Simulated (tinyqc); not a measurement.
Deep trap from a strong local potential in a two-band host (Koster-Slater model with semi-elliptic bands): one step, computed by the program tinyqc. Command: `OMP_NUM_THREADS=1 python tinyqc.py 3030878 3030879 out.jsonl deeptrap walk`. One thread of a shared host (Intel(R) Xeon(R) Processor @ 2.30GHz), about 0.02 s of CPU time with the checks.

The valence band spans -2 W_v to 0 and the conduction band E_g to E_g + 2 W_c. The orbital at the impurity site has weight f_v in the valence band and 1 - f_v in the conduction band, each spread as a semi-ellipse (2/(pi W^2)) sqrt(W^2 - x^2) about the band centre. The impurity adds U to this orbital. Spin is left out.

Problem. Thresholds and the vacancy level. In the gap G(E) = f_v (2/W_v^2)[x - sqrt(x^2 - W_v^2)] - (1 - f_v)(2/W_c^2)[y - sqrt(y^2 - W_c^2)], x = E + W_v, y = E_g + W_c - E. G falls across the gap from G(0) to G(E_g). A repulsive U binds if U > 1/G(0), an attractive one if U < 1/G(E_g); the vacancy level (U infinite) solves G(E) = 0 (bisection).

Inputs (values chosen for the exercise, with a gap close to that of InP):
```
quantity                                value  unit
gap E_g                                  1.35    eV
half-width of the valence band W_v        5.8    eV
half-width of the conduction band W_c     5.1    eV
valence weight f_v of the site orbital   0.53     -
```

Impurity: attractive, donor-like.

Give: G(0); G(E_g); repulsive threshold; attractive threshold; vacancy level.

Solution.

G(0) = 0.0924 1/eV

G(E_g) = -0.0908 1/eV

repulsive threshold = 10.8 eV

attractive threshold = -11.0 eV

vacancy level = 0.707 eV
